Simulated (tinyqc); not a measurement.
# From one set of inputs to another, one input at a time

Model: Stillinger-Weber potential for a tetrahedral semiconductor. Computed by tinyqc, a small Python program. Command: `OMP_NUM_THREADS=1 python tinyqc.py 3004761 3004762 out.jsonl swsi ladder`. One thread of a shared host (Intel(R) Xeon(R) Processor @ 2.30GHz), about 0.08 s of CPU time with the checks.

With x = r/sigma: pair term eps A (B x^-4 - 1) exp(1/(x - a)); for each pair of neighbours j, k of atom i, three-body term eps lambda exp(gamma/(x_ij - a) + gamma/(x_ik - a)) (cos theta_jik + 1/3)^2; both vanish beyond x = a. A = 7.049556277, B = 0.6022245584, a = 1.8.

The inputs printed are set A. Set A is modelled on germanium; the values taken over come from a set modelled on silicon. Inputs not listed in the table keep their values of set A, so the rows need not describe a real material.

Inputs (values chosen for the exercise, modelled on germanium):

| quantity | value | unit |
|---|---|---|
| energy scale eps | 1.94 | eV |
| length scale sigma | 2.183 | angstrom |
| three-body strength lambda | 31.3 | - |
| gamma | 1.1 | - |

Constants: 1 eV/angstrom^3 = 160.2176634 GPa.

Method. All angles are tetrahedral, so only the pair term acts; its minimum lies at x = 2^(1/6) with depth eps, and second neighbours lie beyond the cut-off. a0 = 4 d/sqrt3; E = -2 eps per atom. Second derivatives of the energy per atom, volume a0^3/8: e_xx gives C11, e_xx = -e_yy gives 2 (C11 - C12), e_xy = e_yx = h/2 gives the unrelaxed C44(0). Under that shear the second sublattice shifts by u_z; minimising over u_z gives C44 = C44(0) - E_hu^2/(E_uu V) and Kleinman's zeta = |E_hu/E_uu|/(a0/4). The optical force constant is k = 4 E_uu, with M omega^2 = k at the zone centre.

Each row keeps all changes above it:

| input moved | from | to | C11 (GPa) | C12 (GPa) | optical force constant k (eV/angstrom^2) |
|---|---|---|---|---|---|
| set A | - | - | 159.40 | 40.625 | 37.582 |
| length scale sigma (angstrom) | 2.183 | 2.103 | 178.30 | 45.440 | 40.496 |
| three-body strength lambda | 31.3 | 19.2 | 144.06 | 62.560 | 34.283 |
| energy scale eps (eV) | 1.94 | 2.072 | 153.86 | 66.817 | 36.615 |
| gamma | 1.1 | 1.2 | 139.03 | 74.233 | 33.924 |

Where does the difference come from?

C11 goes from 159 to 139, a factor 0.872 in all. The largest single move comes from three-body strength lambda (a factor 0.808), and length scale sigma works against it (a factor 1.12). C12 goes from 40.6 to 74.2, a factor 1.83 in all. The largest single move comes from three-body strength lambda (a factor 1.38). Optical force constant k goes from 37.6 to 33.9, a factor 0.903 in all. The largest single move comes from three-body strength lambda (a factor 0.847), and length scale sigma works against it (a factor 1.08). The single moves hold for this order of the switches; the total does not depend on the order.

Caution (all rows): the original fit to silicon is too soft in shear (C44) and too stiff for the optical mode.

Extremes, crossings and ranges named in words are read from the listed rows.
